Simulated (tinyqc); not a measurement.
Sheet resistance of a shallow doped layer with concentration-dependent mobility and limited activation: one step, computed by the program tinyqc.

A layer of one dopant lies in a background of the opposite type. Current flows parallel to the surface down to the junction; depletion is ignored.

Task: Sheet resistance. C(x) = C_s for x < l and C_s 10^(-(x - l)/abruptness) beyond. Active density N = min(C, C_a); carriers n = N - C_B; mobility mu = mu_min + (mu_max - mu_min)/(1 + ((N + C_B)/N_r)^alpha). Integrals from 0 to x_j, where C = C_B (Gauss-Legendre, 60 points on each smooth piece; 1 nm = 1e-7 cm): dose int C dx, carriers int n dx, mean mobility int n mu dx/int n dx, R_s = 1/(e int n mu dx).

Inputs (values chosen for the exercise, modelled on arsenic in silicon):

| quantity | value | unit |
|---|---|---|
| surface concentration C_s | 2.5e+19 | 1/cm^3 |
| length l | 59 | nm |
| tail abruptness | 2.8 | nm/decade |
| background C_B | 4e+15 | 1/cm^3 |
| mobility floor mu_min | 54.4 | cm^2/(V s) |
| mobility mu_max | 1420 | cm^2/(V s) |
| reference density N_r | 1.02e+17 | 1/cm^3 |
| exponent alpha | 0.685 | - |
| anneal temperature T | 1000 | C |

Profile: box with exponential tail.

active limit C_a = 2.667906e+20 1/cm^3

Constants: e = 1.602176634e-19 C.

Give: chemical dose; sheet carrier density; mean mobility; sheet resistance R_s; carriers per dopant atom; product R_s x_j.

Result:

chemical dose = 1.505e+14 1/cm^2

sheet carrier density = 1.505e+14 1/cm^2

mean mobility = 86.11 cm^2/(V s)

sheet resistance R_s = 481.6 ohm/square

carriers per dopant atom = 0.9998

product R_s x_j = 33533 ohm nm
